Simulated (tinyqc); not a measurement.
Density of states of one tight-binding band on the simple cubic lattice: one step. Histogram. Two cases, with inputs chosen for the exercise.

Problem. Count the points in equal bins from E_lo to E_hi; g = count/(all points x bin width).

Give: Histogram.

Case 1.

Values chosen: bins = 10 (bins of the histogram); E_lo = -11.613 eV (lower end of the histogram); E_hi = 15.617 eV (upper end).

Distinct energies:
```
E_k (eV)    points
-11.520000       1
-9.336494        6
-6.828316       12
-5.803506        6
-3.995468        8
-2.770000       24
0.588177        24
2.138316        12
6.021823        24
12.305468        8
```

Solution.

Histogram:
```
from (eV)  to (eV)  points  g (1/eV)
-11.6130   -8.8900       7    0.0206
-8.8900    -6.1670      12    0.0353
-6.1670    -3.4440      14    0.0411
-3.4440    -0.7210      24    0.0705
-0.7210     2.0020      24    0.0705
2.0020      4.7250      12    0.0353
4.7250      7.4480      24    0.0705
7.4480     10.1710       0    0.0000
10.1710    12.8940       8    0.0235
12.8940    15.6170       0    0.0000
```

Empty bins: 2 of 10; the fullest holds 24 points. Empty bins inside the band come from the coarse mesh, not from gaps.

Case 2.

Values chosen: bins = 10 (bins of the histogram); E_lo = -14.013 eV (lower end of the histogram); E_hi = 9.917 eV (upper end).

Distinct energies:
```
E_k (eV)    points
-13.920000       1
-10.243970       6
-6.892612       12
-4.296030        6
-3.865925        8
-1.470000       24
1.031358        24
3.102612        12
5.078642        24
8.275925         8
```

Solution.

Histogram:
```
from (eV)   to (eV)  points  g (1/eV)
-14.0130   -11.6200       1    0.0033
-11.6200    -9.2270       6    0.0201
-9.2270     -6.8340      12    0.0401
-6.8340     -4.4410       0    0.0000
-4.4410     -2.0480      14    0.0468
-2.0480      0.3450      24    0.0802
0.3450       2.7380      24    0.0802
2.7380       5.1310      36    0.1204
5.1310       7.5240       0    0.0000
7.5240       9.9170       8    0.0267
```

Empty bins: 2 of 10; the fullest holds 36 points. Empty bins inside the band come from the coarse mesh, not from gaps.

Computed by tinyqc, one run a case: `OMP_NUM_THREADS=1 python tinyqc.py N N+1 out.jsonl` with N = 1650111, 1650244; one thread of a shared Intel(R) Xeon(R) Processor @ 2.30GHz, about 0.2 s a run at most.
